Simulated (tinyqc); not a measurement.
A particle near a wafer in liquid: double-layer and van der Waals forces (DLVO), deposition barrier and removal: one step, computed by the program tinyqc.

Sphere and flat wall, Derjaguin approximation, constant potentials in the linear-superposition form, no retardation and no hydration force.

Question. Screening. kappa^2 = 2 z^2 e^2 N_A (1000 c)/(eps eps_0 k_B T); gamma_i = tanh(z e psi_i/(4 k_B T)); Z = 64 pi eps eps_0 (k_B T/(z e))^2 gamma_1 gamma_2.

Inputs (values chosen for the exercise, of the order of those for silica on silicon in water): particle radius R = 370 nm; potential of the particle psi_1 = 38 mV; potential of the wafer psi_2 = -41 mV; salt concentration c = 0.0018 mol/L; valence z of the symmetric salt = 1; temperature T = 293 K; dielectric constant of the liquid = 80.2.

Constants: e = 1.602176634e-19 C; N_A = 6.02214076e+23 1/mol; eps_0 = 8.8541878128e-12 F/m; k_B = 1.380649e-23 J/K; k_B = 8.617333262e-05 eV/K.

Give: kappa; Debye length; gamma_1; gamma_2; Z; kappa R.

Answer.

kappa = 0.1392 1/nm

Debye length = 7.185 nm

gamma_1 = 0.3595

gamma_2 = -0.3850

Z = -12.60 pN

kappa R = 51.50

Opposite signs: the double layers attract.
